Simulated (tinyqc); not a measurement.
## Magnetoresistance against angle

Conductance G = G0 (1 + P1 P2 cos(phi)) at low bias, phi the angle between the magnetisations, normalised to Rp = RA/area at phi = 0.

Values chosen for this exercise:
```
symbol  value      unit                                   meaning
Dm         45        nm                                  diameter
P1       0.54            spin polarisation of the reference layer
P2       0.67                 spin polarisation of the free layer
RA        4.2  ohm um^2   resistance-area product, parallel state
```

Results:

| phi (degree) | R (kohm) | R/Rp - 1 (%) | share of the full TMR (%) |
|---|---|---|---|
| 0 | 2.6408 | 0 | 0 |
| 20 | 2.6838 | 1.6283 | 1.4361 |
| 45 | 2.8636 | 8.4381 | 7.4423 |
| 70 | 3.2002 | 21.184 | 18.684 |
| 90 | 3.5962 | 36.180 | 31.910 |
| 110 | 4.1041 | 55.411 | 48.871 |
| 160 | 5.4487 | 106.33 | 93.778 |
| 180 | 5.6350 | 113.38 | 100.00 |

Estimate the missing row, phi = 135 degree.

Computed row:

| phi (degree) | R (kohm) | R/Rp - 1 (%) | share of the full TMR (%) |
|---|---|---|---|
| 135 | 4.8325 | 82.996 | 73.201 |

With this row back in the table: R rises from 2.64 to 5.63 kohm, TMR0 = 113 %. It is the conductance that follows cos(phi), so at 90 degrees R has covered only (1 - P1 P2)/2 = 31.9 % of its range.

Program tinyqc, `OMP_NUM_THREADS=1 python tinyqc.py 2450070 2450071 out.jsonl`; Intel Xeon 2.30GHz, shared host, one thread, about 0.01 s.
